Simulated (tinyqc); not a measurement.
Rigid-ion and shell models of the dielectric response of an ionic crystal. From one set of inputs to another, one input at a time. Computed by tinyqc, a small Python program. Command: `OMP_NUM_THREADS=1 python tinyqc.py 3023526 3023527 out.jsonl shell ladder`. One thread of a shared host (Intel(R) Xeon(R) Processor @ 2.30GHz), about 0.01 s of CPU time with the checks.

Charges +Z and -Z; 4 nearest neighbours, Madelung constant M = 1.638055, volume per ion pair Omega = 3.079201 d^3. Energy per pair U = -M Z^2 e2/d + 4 A exp(-d/rho), e2 = e^2/(4 pi eps_0). In the shell model the anion is a core of charge Y - Z and a massless shell of charge -Y, joined by the spring k; the repulsion acts on the shell. Each ion feels the Lorentz field E + (4 pi/3) P (Gaussian units).

The inputs printed are set A. Inputs not listed in the table keep their values of set A, so the rows need not describe a real material.

Inputs (values chosen for the exercise, for a model crystal):
```
quantity                       value           unit
nearest-neighbour distance d    2.32       angstrom
ionic charge Z                     1              e
hardness d/rho                  7.93              -
cation mass                      109              u
anion mass                      79.9              u
shell charge size Y             3.36              e
core-shell spring k              114  eV/angstrom^2
cation polarisability alpha_+   0.34     angstrom^3
```

Structure: zinc blende.

Constants: e^2/(4 pi eps_0) = 14.39964548 eV angstrom; 1 eV/angstrom^3 = 160.2176634 GPa; nu for 1 eV/(angstrom^2 u) = 15.6333042 THz; 1 THz = 33.35640952 1/cm.

Method:
- Zero pressure fixes 4 A exp(-d/rho) = M Z^2 e2 rho/d^2. Then U = -(M Z^2 e2/d)(1 - rho/d), B = M Z^2 e2 (d/rho - 2)/(9 Omega d), and the spring of one sublattice against the other is R = (1/3) x (Laplacian of the repulsion summed over neighbours) = M Z^2 e2 (d/rho - 2)/(3 d^3), so R = 3 B Omega/d^2.
- Eliminating the shell gives the anion polarisability alpha_- = Y^2 e2/(k + R), the Szigeti charge Z_S = Z - Y R/(k + R) and the softened spring R' = k R/(k + R). With b = 4 pi (alpha_+ + alpha_-)/(3 Omega): eps_inf = (1 + 2b)/(1 - b) (Clausius-Mossotti); Born charge Z* = Z_S (eps_inf + 2)/3.
- mu lambda_TO = R' - (4 pi e2/(3 Omega)) Z_S^2/(1 - b); mu lambda_LO = mu lambda_TO + 4 pi e2 Z*^2/(eps_inf Omega); eps_s = eps_inf lambda_LO/lambda_TO.
- lambda in eV/(angstrom^2 u) gives the wavenumber 15.6333042 x 33.35640952 x sqrt(lambda); mu is the reduced mass.

Each row keeps all changes above it:
```
input moved                                 from    to   eps_s  eps_inf  omega_TO (1/cm)
set A                                          -     -  4.4352   1.6921           110.61
nearest-neighbour distance d (angstrom)     2.32  2.48  4.1627   1.5469           100.53
hardness d/rho                              7.93  12.1  2.5437   1.5375           151.21
cation mass (u)                              109  89.1  2.5437   1.5375           158.19
shell charge size Y (e)                     3.36   3.3  2.5221   1.5197           158.16
core-shell spring k (eV/angstrom^2)          114  68.9  2.8046   1.8414           158.06
cation polarisability alpha_+ (angstrom^3)  0.34  0.63  3.0122   1.9730           157.38
```

Which inputs carry the difference?

eps_s goes from 4.44 to 3.01, a factor 0.679 in all. The largest single move comes from hardness d/rho (a factor 0.611), and core-shell spring k works against it (a factor 1.11). eps_inf goes from 1.69 to 1.97, a factor 1.17 in all. The largest single move comes from core-shell spring k (a factor 1.21), and nearest-neighbour distance d works against it (a factor 0.914). omega_TO goes from 111 to 157, a factor 1.42 in all. The largest single move comes from hardness d/rho (a factor 1.50), and nearest-neighbour distance d works against it (a factor 0.909). The single moves hold for this order of the switches; the total does not depend on the order.

Extremes, crossings and ranges named in words are read from the listed rows.
